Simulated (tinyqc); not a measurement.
Transmission against field: band-to-band tunnelling across a p-n junction in a two-band chain.

Sites alternate A at -Eg/2 and C at +Eg/2 with hopping -t; near the edges, with k counted from the zone boundary pi/a, E^2 = (Eg/2)^2 + (t a k)^2, so t = sqrt(c Eg/m)/a gives the mass m, c = hbar^2/2m0. In the gap cosh(q a) = 1 + (Eg^2/4 - e^2)/(2 t^2), e the energy from the local mid-gap. The potential is V0 = Eg + ov on the p side (left), 0 on the n side, and falls linearly over the 2N sites of the junction, V_j = V0 (1 - j/(2N + 1)), j = 1 to 2N, site 1 being A. E = Eg/2 + x ov. A half chain that ends on a site of level e1 with neighbour e2 has g = (1 + z)/(E - e1), z = exp(-/+ i k a) the root with Im g < 0, cos(k a) = (E - e1)(E - e2)/(2 t^2) - 1. S_L = t^2 g (ending on C, shifted by V0), S_R = t^2 g (starting on A). T = 4 Im(S_L) Im(S_R) |G_(1,2N)|^2.

Constants: hbar^2/2m0 = 3.80998211 eV angstrom^2.

Parameters, chosen for this exercise (gap and mass near those of Ge (direct gap); not measured data):
- Eg = 0.799 eV (gap)
- m = 0.0423 m0 (mass of electron and light hole)
- a = 6 angstrom (period (two sites))
- ov = 0.34 eV (overlap: top of the valence band on the p side above the conduction edge on the n side)
- x = 0.73 (energy above the n-side conduction edge, as a share of ov)

N is varied at fixed V0 and E. WKB: exp(-2 I/F) with I = pi Eg^2/(8 t a), F = V0/((2N + 1) a/2); this is the Landau-Zener result for a uniform field.

Against N:

| N | F (MV/cm) | exponent | T, chain | T, WKB | ratio |
|---|---|---|---|---|---|
| 5 | 3.452 | 1.712 | 0.220 | 0.180 | 1.219 |
| 8 | 2.233 | 2.646 | 0.0998 | 0.0709 | 1.408 |
| 12 | 1.519 | 3.892 | 0.0297 | 0.0204 | 1.457 |
| 18 | 1.026 | 5.760 | 0.00437 | 0.00315 | 1.387 |
| 26 | 0.716 | 8.251 | 0.000335 | 0.000261 | 1.285 |
| 38 | 0.493 | 11.987 | 7.62e-06 | 6.23e-06 | 1.223 |
| 55 | 0.342 | 17.280 | 3.83e-08 | 3.13e-08 | 1.222 |
| 80 | 0.236 | 25.064 | 1.43e-11 | 1.30e-11 | 1.094 |

How do the results move, and what explains it?

T falls from 0.220 at 3.45 to 1.43e-11 at 0.24 MV/cm. ln T against 1/F has slope -5.961 MV/cm between the rows N = 38 and 80, against -2I = -5.910. The ratio to WKB stays between 1.09 (N = 80) and 1.46 (N = 12): the exponent decides, and the ratio holds the reflections where the field begins and ends and the lattice correction to q, which scales the exponent and so grows with N.

(tinyqc, `OMP_NUM_THREADS=1 python tinyqc.py 1450421 1450422 out.jsonl`, Intel(R) Xeon(R) Processor @ 2.30GHz, 1 thread, shared host, about 0.01 s.)
